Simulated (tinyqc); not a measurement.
# Trap density and grain size from the barrier

Question. With all traps filled Vb = q Qt^2/(8 eps0 eps_r N), and in that limit the barrier is largest at N* = Qt/Lg. Find Qt, Lg and the depleted width Qt/N.

Inputs (values chosen for the exercise):
- eps_r = 11.7 (relative permittivity of the semiconductor)

Constants: q = 1.602176634e-19 C, eps0 = 8.8541878128e-14 F/cm where lengths are in cm. Results are converted to the units shown.

barrier at N = 3.8e18 cm^-3 = 0.073463127 V
doping of the largest barrier = 1.2666667e18 cm^-3

Solution. The barrier gives Qt, and N* then gives Lg.

Qt = 3.80e12 cm^-2
Lg = 30.0 nm
depleted width = 10.0 nm

Program tinyqc, `OMP_NUM_THREADS=1 python tinyqc.py 2610058 2610059 out.jsonl`; Intel Xeon 2.30GHz, shared host, one thread, about 0.01 s.
